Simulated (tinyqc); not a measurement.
Worked calculation: Cahn-Hilliard equation on a periodic one-dimensional grid. Computed by tinyqc, a small Python program that keeps every step. Command: `OMP_NUM_THREADS=1 python tinyqc.py 3008948 3008949 out.jsonl cahn walk`. One thread of a shared host (Intel(R) Xeon(R) Processor @ 2.30GHz), about 0.04 s of CPU time with the checks. Intermediate numbers are printed to about 5 digits and carried at full precision; extremes and crossings named in words are read from the listed rows.

Free energy F = h sum_j [A (c_j^2 - 1)^2/4 + (kappa/2) ((c_(j+1) - c_j)/h)^2]; dc/dt = Lap(mu), mu = A (c^3 - c) - kappa Lap(c), Lap(y)_j = (y_(j+1) - 2 y_j + y_(j-1))/h^2, mobility 1; the grid has n = 16 points.

Inputs (values chosen for the exercise, in reduced units):
```
quantity                    value  unit
spacing h                     1.3     -
well depth A                 0.92     -
gradient coefficient kappa   0.51     -
mean composition c0         -0.44     -
noise amplitude              0.02     -
time step dt                  0.2     -
end time                      150     -
```

Scheme: explicit Euler.

## Linear stability

f'' = A (3 c0^2 - 1). Mode m has lambda_m = (4/h^2) sin^2(pi m/n) and the rate w_m = -lambda_m (f'' + kappa lambda_m). In the continuum the fastest wavelength is 2 pi sqrt(2 kappa/|f''|) with the rate f''^2/(4 kappa). Explicit steps near c = +-1, where f'' = 2A, are stable for dt < 2/(16 kappa/h^4 + 8 A/h^2).

f'' = -0.385664

Modes of the grid:
```
m  lambda_m      w_m
1    0.0901   0.0306
2    0.3466   0.0724
3    0.7306   0.0096
4    1.1834  -0.2579
5    1.6363  -0.7345
6    2.0202  -1.3024
7    2.2768  -1.7656
8    2.3669  -1.9442
```

fastest wavelength = 10.218

largest rate = 0.072910

explicit limit of dt = 0.27731

3 mode(s) grow; the fastest on the grid is m = 2, while the box holds 2.04 fastest wavelengths. dt is 0.72 of the explicit limit.

## The first step

random numbers: 0.808  -0.996  0.792  -0.730  -0.003  0.117  -0.043  -0.844  -0.664  0.101  0.744  0.248  0.702  -0.802  0.858  0.656

Start: c_j = c0 + amplitude x (z_j - mean of z). c(new) = c + dt Lap(mu).

c at the start: -0.42502  -0.46110  -0.42534  -0.45578  -0.44124  -0.43884  -0.44204  -0.45806  -0.45446  -0.43916  -0.42630  -0.43622  -0.42714  -0.45722  -0.42402  -0.42806

mu at the start: 0.33219  0.31234  0.34050  0.31864  0.33057  0.32767  0.33108  0.32707  0.32822  0.32684  0.32780  0.31922  0.33309  0.31361  0.33120  0.31952

c after one step: -0.42887  -0.45542  -0.43126  -0.45178  -0.44300  -0.43809  -0.44292  -0.45745  -0.45476  -0.43888  -0.42743  -0.43356  -0.43109  -0.45283  -0.42748  -0.42518

F at the start = 3.1116

F after one step = 3.1112

## The run

Run to the end time; break off if |c| exceeds 3 or F has risen by more than 1e-9 in more than 30 steps. Domains = stretches with c > c0.

Course:
```
step      t       F     min c     max c  domains
0       0.0  3.1116  -0.46110  -0.42402        4
15      3.0  3.1108  -0.45612  -0.42479        3
38      7.6  3.1108  -0.45803  -0.42520        2
75     15.0  3.1107  -0.46186  -0.42421        1
112    22.4  3.1105  -0.46660  -0.42034        1
150    30.0  3.1103  -0.47305  -0.41323        1
225    45.0  3.1088  -0.49354  -0.38337        1
300    60.0  3.0986  -0.53414  -0.27743        2
413    82.6  2.4525  -0.85221   0.72926        2
525   105.0  2.2523  -0.95763   0.83846        2
638   127.6  1.7106  -0.89105   0.96125        1
750   150.0  1.2983  -0.95678   0.95108        1
```

c at the end: -0.95037  -0.92572  -0.90514  -0.89326  -0.89095  -0.89688  -0.90702  -0.90744  -0.82161  -0.23412  0.81471  0.95108  0.87759  0.39930  -0.79339  -0.95678

F at the end = 1.2983

steps in which F rose = 0

F never rises by more than 1e-9 in a step. The count of domains goes from 4 in the noise to 1 at the end, and c spans -0.957 to 0.951.

## Interfaces

Continuum wall between c = -1 and +1: c = tanh(x/w), w = sqrt(2 kappa/A), energy s = (2/3) sqrt(2 kappa A). With two walls per domain, the estimate of F at the end is 2 x domains x s. Volume fraction of the +1 phase by the lever rule: (1 + c0)/2.

wall half width w = 1.0529

wall energy s = 0.64581

estimate of F = 1.2916

volume fraction = 0.28

w/h = 0.80996

The run ends at F = 1.2983, 1.01 of the estimate: the walls are well formed. Caution: the half width of the wall is below the grid spacing, so the wall is barely resolved and feels the grid.

Checks made by the program: conservation of the mean (relative difference below 1e-10).
